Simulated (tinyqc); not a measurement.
Grain-boundary trapping model (Seto) of a polycrystalline semiconductor film. Changing the grain size L. Computed by tinyqc, a small Python program. Command: `OMP_NUM_THREADS=1 python tinyqc.py 3024782 3024783 out.jsonl poly sweep`. One thread of a shared host (Intel(R) Xeon(R) Processor @ 2.30GHz), about 0.01 s of CPU time with the checks.

Grains of equal size L are joined by thin boundaries with one trap level. Trapped carriers deplete a width W on each side and raise a barrier, crossed by thermionic emission. Dopants are fully ionised, statistics are non-degenerate and mu_g does not depend on T.

Inputs (values chosen for the exercise, modelled on polycrystalline germanium):
```
quantity                                     value        unit
permittivity eps                                16           -
effective mass m                              0.22         m_0
effective density of states at 300 K, N_c  6.2e+18      1/cm^3
trap density Q_t                             6e+12      1/cm^2
trap level E_t below the band edge            0.29          eV
doping N                                   6.4e+17      1/cm^3
mobility inside the grains mu_g                580  cm^2/(V s)
temperature T                                  200           K
```

Grain interior: resistance included.

Constants: k_B = 8.617333262e-05 eV/K; e = 1.602176634e-19 C; eps_0 = 8.8541878128e-12 F/m; m_0 = 9.1093837015e-31 kg; k_B = 1.380649e-23 J/K.

Method. N_c(T) = N_c (T/300 K)^(3/2). Filled traps Q = Q_t/(1 + (1/2) exp((E_t* - E_F)/k_B T)), where E_t* = e V_B - E_t and E_F are counted from the band edge at the grain centre. Partial depletion: Q = 2 N W, V_B = e N W^2/(2 eps eps_0), E_F = k_B T ln(N/N_c); solve for W. If that W would exceed L/2 the grain is fully depleted: W = L/2, Q = N L, and E_F follows from the trap equation. Centre density n_0 = N_c exp(E_F/k_B T). Boundary: sigma_b = L e^2 n_0 exp(-e V_B/k_B T)/sqrt(2 pi m k_B T); drift through the grain, depleted parts included: rho_g = [(1 - 2W/L) + (2W/L) int_0^1 exp(y^2 s^2) ds]/(e n_0 mu_g); rho = 1/sigma_b + rho_g. Mean carrier density n_av = n_0 [(1 - 2W/L) + (2W/L) (sqrt(pi)/2) erf(y)/y], y = sqrt(e V_B/k_B T); effective mobility 1/(e n_av rho).

One run for each value:
```
grain size L (nm)  resistivity rho (ohm cm)  barrier V_B (V)  effective mobility (cm^2/(V s))  depletion width W (nm)
10                               3.0895e+06          0.00905                       1.4181e+02                   5.000
18                               8.4793e+05          0.02931                       1.0712e+02                   9.000
32                               1.9327e+05          0.09265                       9.0903e+00                  16.000
56                               3.8751e+04          0.26771                       1.0186e-03                  27.198
100                              2.1701e+04          0.26771                       7.7704e-04                  27.198
180                              1.2056e+04          0.26771                       1.0564e-03                  27.198
320                              6.7815e+03          0.26771                       1.6563e-03                  27.198
560                              3.8751e+03          0.26771                       2.7216e-03                  27.198
1000                             2.1701e+03          0.26771                       4.6918e-03                  27.198
```

What does the table show, and why?

Over the rows, resistivity rho (ohm cm) falls from 3.09e6 to 2170 (exponent d ln y / d ln x -2.2 between the first rows and -1.00 between the last); barrier V_B (V) rises from 0.00905 to 0.268, flat over part of the range; effective mobility (cm^2/(V s)) goes from 142 through a minimum among these rows, 7.77e-4 at 100, to 0.00469. At the low end the exponent of barrier V_B is 2.00, close to 2: full depletion. At the high end the exponent of barrier V_B is 0.00, close to 0: partial depletion.

Caution (rows 56.0, 100, 180, 320, 560, 1000): E_F is within 2 k_B T of the band edge, so non-degenerate statistics fail, and tunnelling through so thin a barrier adds to the current.

Extremes, crossings and ranges named in words are read from the listed rows.
